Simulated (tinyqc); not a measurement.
# Worked calculation: reset of a mushroom phase-change cell, hemispherical electro-thermal model

Numbers from tinyqc (`OMP_NUM_THREADS=1 python tinyqc.py 2490034 2490035 out.jsonl`; about 0.01 s on one thread of a shared Intel Xeon 2.30GHz). Printed values are rounded.

Current spreads from a hemispherical contact of radius r0 into a large dome with constant rho and ka: j = I/(2 pi r^2). With s = r0/r the steady rise is T - T0 = c (b s - s^2), c = I^2 rho/(8 pi^2 ka r0^2). The heat lost through the heater, (T(r0) - T0)/Rh, fixes b = (2 + g)/(1 + g), g = 1/(2 pi ka r0 Rh).

Parameters, values chosen for the exercise; values of the order of Ge-Sb-Te and related chalcogenides: ambient temperature T0 = 300 K; melting point Tm = 883 K; radius of the heater contact r0 = 24 nm; resistivity of the hot chalcogenide rho = 7.9 mohm cm; its thermal conductivity ka = 1.49 W/(m K); thermal resistance of the path through the heater Rh = 20 K/uW; reset current I = 950 uA.

Range of the model: Constant properties, no latent heat, thermoelectric terms, boundary resistance or heating in the heater itself.

## Constants and melting current

The peak lies at s = b/2 with the rise c b^2/4; melting starts at the current where that equals Tm - T0, and the molten shell spans the roots of s^2 - b s + (Tm - T0)/c = 0 (s at most 1). Electrical resistance rho/(2 pi r0).

g = 0.222532
b = 1.81797
resistance = 0.523885 kohm
radius of the peak = 26.4030 nm
melting current = 777.969 uA
power at that current = 317.074 uW

## Temperature profile and molten shell

r, point 0 to 7 (nm): 24  27.6  32.4  38.4  48  62.4  84  120

As before.

c = 1052.15 K
T, point 0 to 7 (K): 1160.63  1167.71  1139.56  1084.49  993.350  880.039  760.617  640.469
peak T = 1169.34 K
inner radius of the melt = 24 nm
outer radius of the melt = 61.9666 nm

The melt reaches the contact. In this hemispherical model any closed shell already blocks the current after the quench.
